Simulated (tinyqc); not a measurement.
Hall factor, magnetoresistance and optical conductivity for a power-law relaxation time. From one set of inputs to another, one input at a time. Computed by tinyqc, a small Python program. Command: `OMP_NUM_THREADS=1 python tinyqc.py 3024557 3024558 out.jsonl magneto ladder`. One thread of a shared host (Intel(R) Xeon(R) Processor @ 2.30GHz), about 0.01 s of CPU time with the checks.

One spherical parabolic band, tau(E) = tau_0 x^s with x = E/(k_B T). Landau quantisation is left out.

The inputs printed are set A. Inputs not listed in the table keep their values of set A, so the rows need not describe a real material.

Inputs (values chosen for the exercise, with a mass close to that of electrons in GaN):
```
quantity                         value  unit
effective mass m                  0.21   m_0
exponent s                         1.5     -
tau_0                               43    fs
reduced Fermi level eta             -8     -
temperature T                      200     K
magnetic field B                   2.8     T
frequency f                         11   THz
background permittivity eps_inf   6.25     -
```

Constants: m_0 = 9.1093837015e-31 kg; k_B = 1.380649e-23 J/K; hbar = 1.054571817e-34 J s; e = 1.602176634e-19 C; eps_0 = 8.8541878128e-12 F/m; c = 299792458 m/s.

Method:
- <y> = int y x^(3/2) f (1 - f) dx / int x^(3/2) f (1 - f) dx, f = 1/(1 + exp(x - eta)).
- Integrals over x = E/(k_B T) use 160 Gauss-Legendre points in u = sqrt(x) from 0 to sqrt(max(eta, 0) + 45).
- n = (2 m k_B T)^(3/2)/(3 pi^2 hbar^3) int x^(3/2) f (1 - f) dx; moments in units of tau_0.
- mu = e <tau>/m; weak field r_H = <tau^2>/<tau>^2 and MR = c (mu B)^2, c = <tau^3>/<tau>^3 - r_H^2; strong field r_H = 1 and MR = <tau> <1/tau> - 1.
- With w_c = e B/m: sigma_xx = (n e^2/m) <tau/(1 + w_c^2 tau^2)>, sigma_xy = (n e^2/m) <w_c tau^2/(1 + w_c^2 tau^2)>; r_H = (n e/B) sigma_xy/(sigma_xx^2 + sigma_xy^2); MR = sigma_0 sigma_xx/(sigma_xx^2 + sigma_xy^2) - 1, sigma_0 = n e^2 <tau>/m.
- sigma(w) = (n e^2/m) <tau/(1 - i w tau)>, w = 2 pi f; eps = eps_inf + i sigma/(eps_0 w); N = sqrt(eps); absorption coefficient 2 w Im N/c; reflectivity |(N - 1)/(N + 1)|^2; plasma frequency sqrt(n e^2/(eps_inf eps_0 m))/(2 pi).

Each row keeps all changes above it:
```
input moved                      from     to  Hall factor r_H  sigma_xx (S/cm)  reflectivity
set A                               -      -           1.5684          0.07228       0.18364
magnetic field B (T)              2.8      1           1.7957          0.10251       0.18364
tau_0 (fs)                         43    210           1.4308          0.24582       0.18363
temperature T (K)                 200    250           1.4308          0.34355       0.18362
effective mass m (m_0)           0.21  0.014           1.0498          0.00277       0.18366
background permittivity eps_inf  6.25   8.26           1.0498          0.00277       0.23399
frequency f (THz)                  11   0.27           1.0498          0.00277       0.22410
```

Where does the difference come from?

Hall factor r_H goes from 1.57 to 1.05, a factor 0.669 in all. The largest single move comes from effective mass m (a factor 0.734), and magnetic field B works against it (a factor 1.14). sigma_xx goes from 0.0723 to 0.00277, a factor 0.0383 in all. The largest single move comes from effective mass m (a factor 0.00807), and tau_0 works against it (a factor 2.40). Reflectivity goes from 0.184 to 0.224, a factor 1.22 in all. The largest single move comes from background permittivity eps_inf (a factor 1.27), and frequency f works against it (a factor 0.958). The single moves hold for this order of the switches; the total does not depend on the order.

Caution (rows set A, magnetic field B, tau_0, temperature T, effective mass m, background permittivity eps_inf): the photon energy exceeds the typical carrier energy, so the classical sigma(w) is only a rough guide to the absorption.

Extremes, crossings and ranges named in words are read from the listed rows.
